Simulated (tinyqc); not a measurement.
# Worked calculation: band bending at a free surface with a continuum of surface states, surface photovoltage and Kelvin probe

Computed by the program tinyqc: `OMP_NUM_THREADS=1 python tinyqc.py 2430140 2430141 out.jsonl`, one thread of a shared Intel Xeon 2.30GHz, about 0.01 s for the whole run. Printed values are rounded.

n-type bulk, xi = Ec - EF = Vt ln(Nc/Nd), p0 = ni^2/Nd, ni = sqrt(Nc Nv) exp(-Eg/(2 Vt)), Eg in volts. b is the upward band bending, u = b/Vt. Space charge per area, in units of q: Qc = sign(b) sqrt((2 eps0 eps_r Vt/q) [(Nd + dn)(exp(-u) - 1) + Nd u + (p0 + dn)(exp(u) - 1)]), with dn the excess density under light (flat quasi-Fermi levels; 0 in the dark). The states hold -Ds (E0 - xi - b): negative while the Fermi level lies above the neutrality level. Neutrality: Qc + Qf + (charge of the states) = 0.

Parameters, values chosen for the exercise; band and dielectric values close to those of gallium arsenide:
- T = 300 K (temperature)
- Eg = 1.43 eV (band gap)
- eps_r = 12.9 (relative permittivity)
- Nc = 4.32e17 cm^-3 (conduction-band density of states at T)
- Nv = 9.13e18 cm^-3 (valence-band density of states at T)
- chi = 4.11 eV (electron affinity)
- Nd = 1.6e15 cm^-3 (donor density)
- Qf = 2.6e10 cm^-2 (fixed positive charge at the surface)
- pt = 4.53 eV (work function of the probe tip)
- Ds = 2.2e11 cm^-2 eV^-1 (density of surface states)
- E0 = 0.74 eV (depth of their neutrality level below the conduction edge)
- dn = 3.5e13 cm^-3 (excess carrier density under light)

Constants: q = 1.602176634e-19 C, kB = 1.380649e-23 J/K, Vt = kB T/q, eps0 = 8.8541878128e-14 F/cm where lengths are in cm. Results are converted to the units shown.

## Bulk quantities

xi, ni, p0, the Debye length sqrt(eps0 eps_r Vt/(q Nd)) and the flat-band work function chi + xi.

xi = 0.144730 eV
ni = 1.93422e6 cm^-3
p0 = 0.00233825 cm^-3
Debye length = 107.325 nm
chi + xi = 4.25473 eV

## Iteration 1: band bending in the dark

b at the start = 0.48 V

Newton step: b(new) = b - (Qc + Qf - Ds (E0 - xi - b))/(dQc/db + Ds), dQc/db = (eps0 eps_r/q) [Nd (1 - exp(-u)) + p0 exp(u)]/Qc.

b after iteration 1 = 0.171544 V

## Iteration 2: band bending in the dark

As before.

b after iteration 2 = 0.194443 V

## Course of the iteration

Stop when b changes by less than 1e-10 V, or after 40 iterations.

Course of the iteration:
```
iteration     b (V)  change (V)
1          0.171544       0.308
2          0.194443      0.0229
3          0.194846     4.03e-4
4          0.194847     1.09e-7
5          0.194847     < 1e-13
```

Converged in 5 iterations.

## Work function and Kelvin-probe reading

converged b = 0.194847 V

Work function chi + xi + b; contact potential difference CPD = (work function of the sample) - pt. Depth of EF below Ec at the surface: xi + b. Depletion width Qc/Nd.

xi + b = 0.339577 eV
Qc = 6.20931e10 cm^-2
Qc/Nd = 388.082 nm
work function = 4.44958 eV
CPD = -80.4230 mV

The Fermi level lies 400 meV above the neutrality level.

## Surface photovoltage

Under chopped light the surface charge keeps its dark value, so b falls to bL with Qc(bL, dn) = Qc(b, 0); the photovoltage is b - bL. Qc rises with b, so bL follows by bisection.

bL = 0.124894 V
photovoltage = 69.9528 mV
share of b removed = 35.9015 %
excess holes at the surface, dn exp(bL/Vt) = 4.38724e15 cm^-3
